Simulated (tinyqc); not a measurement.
Energy and delay of logic against supply voltage: two steps of the calculation.

One expression serves below and above threshold: I(Vg) = Ik [ln(1 + exp((Vg - VT + dd V)/(al nf Vt)))]^al, with I_on = I(V) and I_off = I(0). Gate delay td = kd C V/I_on, clock period LD td. Per gate and cycle the switching energy is act C V^2 and the leakage energy I_off V LD td. No short-circuit current, no variation. Minima are sought above 0.09 V; below a few Vt gates no longer switch and the model has no meaning.

Inputs (values chosen for the exercise); values of the order met in logic technologies:
- T = 300 K (temperature)
- VT = 0.43 V (threshold voltage at zero drain bias)
- nf = 1.11 (slope factor)
- dd = 0.1 (barrier lowering per volt of supply)
- Ik = 2.1 uA (specific current of a gate)
- al = 1.85 (exponent of the current law)
- C = 1.4 fF (load capacitance of a gate)
- kd = 1.2 (delay factor)
- LD = 12 (logic depth)
- act = 0.05 (activity factor)
- V = 0.95 V (supply voltage)

Constants: q = 1.602176634e-19 C, kB = 1.380649e-23 J/K, Vt = kB T/q. Results are converted to the units shown.

Problem 1. Currents, delay and energies. I_on, I_off, td, clock frequency 1/(LD td), both energies and their sum.

Wanted: I_on; I_off; td; clock frequency; switching energy; leakage energy; energy.

Solution 1.

I_on = 195.2 uA
I_off = 0.01784 nA
td = 8.178 ps
clock frequency = 10.19 GHz
switching energy = 63.17 aJ
leakage energy = 0.001663 aJ
energy = 63.18 aJ

I_on/I_off = 1.09e7; leakage makes up 0.00263 % of the energy.

Problem 2. New V. Minimum-energy supply: E(V) is the energy per gate and cycle; with h = 0.001 V, E' = (E(V + h) - E(V - h))/(2 h), E'' = (E(V - h) - 2 E(V) + E(V + h))/h^2, V(new) = V - E'/E''.

V at the start = 0.23 V

Give: E'; E''; V after iteration 1.

Solution 2.

E' = 22.924 aJ/V
E'' = 367.53 aJ/V^2
V after iteration 1 = 0.16763 V

Computed by the program tinyqc: `OMP_NUM_THREADS=1 python tinyqc.py 2082080 2082081 out.jsonl`, one thread of a shared Intel Xeon 2.30GHz, about 0.01 s for the whole run.
